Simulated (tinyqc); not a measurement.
Which stress helps holes along [110]: six-band Luttinger-Kohn model with strain.

Six-band Luttinger-Kohn model in the basis |3/2,3/2>, |3/2,1/2>, |3/2,-1/2>, |3/2,-3/2>, |1/2,1/2>, |1/2,-1/2>, electron energies, zero at the top of the unstrained valence band. H = -[rows: (P+Q, -S, R, 0, -S/r2, r2 R); (-S*, P-Q, 0, R, -r2 Q, r32 S); (R*, 0, P-Q, S, r32 S*, r2 Q); (0, R*, S*, P+Q, -r2 R*, -S*/r2); (-S*/r2, -r2 Q, r32 S, -r2 R, P+Dso, 0); (r2 R*, r32 S*, r2 Q, -S/r2, 0, P+Dso)], r2 = sqrt(2), r32 = sqrt(3/2). Levels are twofold.

P = c g1 k^2 - av tr(e); Q = c g2 (kx^2 + ky^2 - 2 kz^2) - (b/2)(exx + eyy - 2 ezz); R = c sqrt3 [-g2 (kx^2 - ky^2) + 2i g3 kx ky] + (sqrt3/2) b (exx - eyy) - i d exy; S = 2 c sqrt3 g3 (kx - i ky) kz - d (exz - i eyz); c = hbar^2/2m0, e the strain tensor (not engineering shear).

s11 = (C11 + C12)/((C11 - C12)(C11 + 2 C12)), s12 = -C12/((C11 - C12)(C11 + 2 C12)), s44 = 1/C44; exx = s11 sxx + s12 (syy + szz) and cyclic, exy = s44 sxy/2; tension is positive. A uniaxial stress X along the unit vector n is s_ij = X n_i n_j.

Constants: hbar^2/2m0 = 3.80998211 eV angstrom^2.

Parameters, chosen for this exercise (near those of InP; not measured data):
- Dso = 0.111 eV (spin-orbit splitting)
- g1 = 5.05 (Luttinger gamma1)
- g2 = 1.61 (gamma2)
- g3 = 2.11 (gamma3)
- av = 0.6 eV (valence hydrostatic potential)
- b = -2.03 eV (tetragonal shear potential)
- d = -4.97 eV (trigonal shear potential)
- C11 = 102.4 GPa
- C12 = 54.9 GPa
- C44 = 45 GPa
- X1 = 1.8 GPa (size of the stress)

Each load has size X1 (biaxial: sxx = syy); masses are curvatures of the top pair at k = 0.

Results:
```
load                         splitting (meV)  top edge (meV)  m [110]  m [001]
uniaxial [110], compression            159.2            94.1    0.081    0.495
uniaxial [110], tension                 64.0            70.7    0.699    0.115
uniaxial [100], compression            203.6           121.6    0.152    0.501
uniaxial [100], tension                 60.8            82.0    0.236    0.150
uniaxial [111], compression            147.5            85.0    0.112    0.198
uniaxial [111], tension                 56.1            62.5    0.340    0.198
biaxial (001), compression              60.8            66.7    0.150    0.546
biaxial (001), tension                 203.6           136.9    0.501    0.090
```

The lightest mass along [110] (0.081) comes with uniaxial [110], compression. The largest splitting (203.6 meV) comes with uniaxial [100], compression; biaxial (001), tension. The heaviest mass along [001] (0.546), which lowers the confinement energy in a (001) channel, comes with biaxial (001), compression. The splitting per GPa follows b (s11 - s12) for loads along cube axes and d s44 for [111]: here 2 |b| (s11 - s12) = 85.5 and |d| s44/sqrt3 = 63.8 meV per GPa in the limit of large Dso; where the splitting nears Dso, mixing with the split-off band makes it depend on the sign of the load.

(tinyqc, `OMP_NUM_THREADS=1 python tinyqc.py 1051130 1051131 out.jsonl`, Intel(R) Xeon(R) Processor @ 2.30GHz, 1 thread, shared host, about 0.03 s.)
